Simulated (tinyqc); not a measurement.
Static constant against the gap: interband optics of a two-band s-p chain from momentum matrix elements.

H(k) = [[Es - 2 ts cos ka, 2i V sin ka], [-2i V sin ka, Ep_ + 2 tp cos ka]] in the basis s, p; the lower band is full, with two electrons a cell. The velocity operator times hbar is W = dH/dk (eV angstrom); intra-atomic dipoles are left out.

With w(k) = |<c|W|v>|^2 and D(k) = Ec - Ev, on the mesh k_j = (j + 1/2)/N (2 pi/a): eps(E) = 1 + (8 pi e2/(a Ar)) mean_j (w/D^2) [1/(D - E - i eta) + 1/(D + E + i eta)], e2 = e^2/(4 pi eps0); light polarised along the chains, no local fields.

Constants: e^2/(4 pi eps0) = 14.39964547 eV angstrom; hbar^2/2m0 = 3.80998211 eV angstrom^2.

Values chosen for the exercise:
- a = 4.31 angstrom (period)
- Ep_ = -2.05 eV (lower orbital (p))
- ts = 0.39 eV (s-s hopping)
- tp = 0.35 eV (p-p hopping)
- V = 1.03 eV (s-p hopping)
- Ar = 13.7 angstrom^2 (cross-section per chain)

Es takes the values listed; mesh of 400 points; the Penn-type estimate is 1 + 8 pi c e2 n_eff/(a Ar Dm^2) with Dm the f-weighted mean of D, f = w/(c D), n_eff = 2 mean(f), c = hbar^2/2m0.

Results:

| Es (eV) | smallest D (eV) | Dm (eV) | n_eff | eps(0) | estimate |
|---|---|---|---|---|---|
| 1.96 | 2.530 | 4.276 | 4.057 | 8.490 | 6.180 |
| 2.26 | 2.830 | 4.569 | 3.871 | 6.929 | 5.330 |
| 2.76 | 3.330 | 5.055 | 3.590 | 5.197 | 4.280 |
| 3.26 | 3.830 | 5.542 | 3.341 | 4.098 | 3.540 |
| 4.26 | 4.830 | 6.518 | 2.924 | 2.842 | 2.607 |
| 5.26 | 5.830 | 7.498 | 2.591 | 2.189 | 2.076 |
| 7.26 | 7.830 | 9.465 | 2.100 | 1.581 | 1.547 |

What does the comparison show, and why?

eps(0) - 1 falls from 7.490 to 0.581, as Dm^-3.22; a fixed n_eff would give the power -2, and n_eff goes from 4.057 to 2.100. The single-gap estimate is low by 30.8 % of eps(0) - 1 in the first row and 5.8 % in the last, since 1/D^2 favours the smallest separations. n_eff need not equal the 2 electrons of the cell: a two-orbital basis with chosen hoppings does not obey the free-electron sum rule.

Run: tinyqc, `OMP_NUM_THREADS=1 python tinyqc.py 1680391 1680392 out.jsonl`; Intel(R) Xeon(R) Processor @ 2.30GHz, one thread, shared host; about 0.01 s of CPU time with all checks.
